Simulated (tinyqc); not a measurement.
## On-chip interconnect, size-dependent resistivity and RC delay: delay against the reflection coefficient of grain boundaries

A rectangular line between two neighbours and two ground planes. Surface and grain-boundary scattering are added to the bulk resistivity as corrections; capacitances are parallel-plate values without fringing; inductance is ignored.

Metal width x = wd - 2 tl, height y = AR wd - tl; grain boundaries (Mayadas-Shatzkes): al = (lam/(gr x)) Rg/(1 - Rg), g = 1/[1 - 3 al/2 + 3 al^2 - 3 al^3 ln(1 + 1/al)] - 1; surfaces (Fuchs-Sondheimer, thick limit): s = (3/8) lam (1 - ps)(1/x + 1/y); rho = rho0 (1 + g + s); r = rho/(x y); c = eps0 ek (2 wd/hd + 2 Mf AR wd/sp). Elmore delay tE = Rd (c Lw + Cl) + r Lw (c Lw/2 + Cl); t50 is the time at which the far end of a ladder of 30 pi sections (half capacitances at both ends, Cl at the far end, a step applied through Rd) reaches half the step; line share r Lw/(Rd + r Lw); estimate 0.69 Rd (c Lw + Cl) + 0.38 r c Lw^2 + 0.69 r Lw Cl.

Values chosen for this exercise; metal values close to those of copper:
- rho0 = 1.66 uohm cm (bulk resistivity)
- lam = 40.1 nm (bulk mean free path)
- ps = 0 (specular share of surface scattering)
- gr = 1 (grain size over the metal width)
- wd = 24 nm (drawn line width)
- AR = 2.5 (aspect ratio, height over width)
- tl = 1.3 nm (liner on both walls and the bottom, not conducting)
- sp = 24 nm (space to the neighbouring lines)
- hd = 32 nm (dielectric height to the planes above and below)
- ek = 4.2 (relative permittivity of the dielectric)
- Mf = 2 (Miller factor of the neighbours)
- Lw = 23 um (line length)
- Rd = 8700 ohm (driver resistance)
- Cl = 0.17 fF (load capacitance)

Constants: eps0 = 8.8541878128e-12 F/m. Results are converted to the units shown.

The same in every row: c (fF/um) = 0.4277.

Delay against the reflection coefficient of grain boundaries:
```
Rg    rho (uohm cm)  r (ohm/um)  tE (ps)  t50 (ps)  estimate (ps)  line share of the resistance (%)
0.05          3.490       27.79    90.30     62.93          62.53                             6.843
0.15          4.029       32.08    90.81     63.33          62.91                             7.817
0.25          4.696       37.39    91.43     63.82          63.38                             8.995
0.35          5.559       44.25    92.23     64.46          63.99                             10.47
0.45          6.728       53.56    93.32     65.32          64.82                             12.40
0.55          8.411       66.96    94.89     66.57          66.00                             15.04
0.65          11.05       87.97    97.35     68.52          67.87                             18.87
0.75          15.80       125.7    101.8     72.03          71.22                             24.95
```

As Rg goes from 0.05 to 0.75, r rises from 27.8 to 126 ohm/um, c stays at 0.428 fF/um and t50 rises from 62.9 to 72.0 ps. t50/tE lies between 0.697 and 0.708, and the estimate is within 1.1 % of t50.

Range of the model: The metal width is under the mean free path, where the thick-limit surface term and the simple sum of corrections lose accuracy.

Computed by the program tinyqc: `OMP_NUM_THREADS=1 python tinyqc.py 2100133 2100134 out.jsonl`, one thread of a shared Intel Xeon 2.30GHz, about 0.01 s for the whole run.
